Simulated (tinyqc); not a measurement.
Changing the particle radius R: a particle near a wafer in liquid: double-layer and van der Waals forces (DLVO), deposition barrier and removal. Computed by tinyqc, a small Python program. Command: `OMP_NUM_THREADS=1 python tinyqc.py 3111705 3111706 out.jsonl dlvo sweep`. One thread of a shared host (Intel(R) Xeon(R) Processor @ 2.30GHz), about 0.01 s of CPU time with the checks.

Sphere and flat wall, Derjaguin approximation, constant potentials in the linear-superposition form, no retardation and no hydration force.

Inputs (values chosen for the exercise, of the order of those for silica on silicon in water):

| quantity | value | unit |
|---|---|---|
| Hamaker constant A | 1.1e-20 | J |
| potential of the particle psi_1 | 53 | mV |
| potential of the wafer psi_2 | -44 | mV |
| salt concentration c | 0.00013 | mol/L |
| valence z of the symmetric salt | 1 | - |
| temperature T | 323 | K |
| dielectric constant of the liquid | 69.9 | - |
| contact distance h0 | 0.4 | nm |
| contact radius over R | 0.19 | - |
| viscosity | 0.92 | mPa s |

Constants: e = 1.602176634e-19 C; N_A = 6.02214076e+23 1/mol; eps_0 = 8.8541878128e-12 F/m; k_B = 1.380649e-23 J/K; k_B = 8.617333262e-05 eV/K.

Method. kappa^2 = 2 z^2 e^2 N_A (1000 c)/(eps eps_0 k_B T); gamma_i = tanh(z e psi_i/(4 k_B T)); Z = 64 pi eps eps_0 (k_B T/(z e))^2 gamma_1 gamma_2. Adhesion F_a = A R/(6 h0^2) [1 + a^2/(R h0)] - kappa Z R exp(-kappa h0), a the contact radius. Drag in a shear flow F_d = 1.7 x 6 pi mu R^2 G, acting at 1.4 R; rolling starts when 1.4 R F_d = a F_a. Wall shear stress = mu G.

One run for each value:

| particle radius R (nm) | wall shear stress for rolling (Pa) | net adhesion F_a (pN) | kappa R |
|---|---|---|---|
| 5 | 14596 | 8.616e+01 | 1.908e-01 |
| 11 | 9024 | 2.578e+02 | 4.198e-01 |
| 22 | 6702 | 7.659e+02 | 8.395e-01 |
| 47 | 5467 | 2.851e+03 | 1.794e+00 |
| 100 | 4891 | 1.155e+04 | 3.816e+00 |
| 450 | 4493 | 2.148e+05 | 1.717e+01 |
| 950 | 4433 | 9.447e+05 | 3.625e+01 |
| 2000 | 4405 | 4.161e+06 | 7.632e+01 |

Give the missing row, particle radius R (nm) = 210.

Computed row:
```
particle radius R (nm)  wall shear stress for rolling (Pa)  net adhesion F_a (pN)    kappa R
210                                                   4623              4.814e+04  8.014e+00
```

Interpolating between the two neighbouring rows (the first column on a logarithmic scale, the others too where they are positive) misses by up to 1.5 %. Over the rows, wall shear stress for rolling (Pa) falls from 14600 to 4410 (exponent d ln y / d ln x -0.61 between the first rows and -0.0086 between the last); net adhesion F_a (pN) rises from 86.2 to 4.16e6 (exponent d ln y / d ln x 1.4 between the first rows and 2.0 between the last); kappa R rises from 0.191 to 76.3 (exponent d ln y / d ln x about 1.0 throughout). At the high end the exponent of wall shear stress for rolling is -0.01, close to 0: the flattened contact adds adhesion as R^2. The smallest particle needs 3.31 times the shear stress of the largest.

Caution (rows 5.00, 11.0, 22.0, 47.0): kappa R is not large, so the Derjaguin approximation is only rough at gaps of the order of the Debye length.

Extremes, crossings and ranges named in words are read from the listed rows.
